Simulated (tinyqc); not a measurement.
Liquidus of a compound AB in a simple-solution melt, liquid-phase epitaxy and vapour pressures. From thickness d back to growth time t. Computed by tinyqc, a small Python program. Command: `OMP_NUM_THREADS=1 python tinyqc.py 3009159 3009160 out.jsonl liq35 inv`. One thread of a shared host (Intel(R) Xeon(R) Processor @ 2.30GHz), about 0.02 s of CPU time with the checks.

x is the atom fraction of B in the melt. The melt is a simple solution: R T ln gamma_B = W (1 - x)^2, R T ln gamma_A = W x^2, W = a + b T. The solid AB is stoichiometric.

Inputs (values chosen for the exercise, modelled on GaSb for the melt): melting point T_F = 983 K; entropy of fusion S_F = 67.7 J/(mol K); interaction a = 20.5 kJ/mol; interaction slope b = -25.6 J/(mol K); saturation temperature T = 812 K; step dT = 7.2 K; cooling rate c = 0.64 K/min; diffusivity in the melt D = 3e-05 cm^2/s; molar volume of the melt V_L = 12.3 cm^3/mol; lattice constant a0 = 6.096 angstrom; melt depth w = 4 mm.

Growth programme: supercooling (step, then ramp).

Constants: R = 8.314462618 J/(mol K); N_A = 6.02214076e+23 1/mol; k_B = 8.617333262e-05 eV/K.

Method:
- Liquidus (Vieland): f(x) = R T ln[4 x (1 - x)] + 2 W (1/2 - x)^2 + S_F (T_F - T) = 0.
- Newton steps with f' = (1 - 2x)[R T/(x (1 - x)) - 2 W], from the dilute estimate x = (1/4) exp[-(S_F (T_F - T) + W/2)/(R T)]; stop below 1e-13; f under 1e-6 shown as 0.
- dx/dT = -(df/dT)/f', df/dT = R ln[4 x (1 - x)] + 2 b (1/2 - x)^2 - S_F, f' = (1 - 2x)[R T/(x (1 - x)) - 2 W]. Concentrations: C_L = x N_A/V_L in the melt, C_S = 4/a0^3 in the solid; m = dT/dC_L.
- Semi-infinite melt (Hsieh): step d = 2 dT sqrt(D t/pi)/(C_S m); ramp d = (4/3) c sqrt(D/pi) t^(3/2)/(C_S m); supercooling is their sum. A melt of depth w can give at most w (undercooling)/(C_S m).

Task: A run gave the result below. Find the growth time t, known to lie between 1.6 and 5.2 min.

thickness d = 13.82633 micrometre

Result:

Each step takes the trial c = (a f_b - b f_a)/(f_b - f_a), f being the result less the target and a, b, c the logarithms of the listed values; c replaces end b, the old b replaces a if the sign of f changed, and otherwise f_a is halved.

Scan of the range:
```
growth time t (min)  thickness d (micrometre)
1.60                                   9.1294
1.95                                  10.2695
2.37                                  11.5741
2.88                                  13.0969
3.51                                  14.9197
4.27                                  17.0694
5.20                                  19.6652
```

False position (Illinois rule, in the logarithm of the input) inside the bracket:
```
step    end a    end b    trial  thickness d (micrometre)
1     2.88000  3.51000  3.11725                   13.7894
2     3.51000  3.11725  3.12938                   13.8245
3     3.51000  3.12938  3.13056                   13.8280
4     3.12938  3.13056  3.13000                   13.8263
5     3.13056  3.13000  3.13000                   13.8263
```

Thickness d rises at every point of a 13-point scan of the range (every second point is shown), so one value fits; it is bracketed by 2.88 and 3.51. Answer: growth time t = 3.130 min.
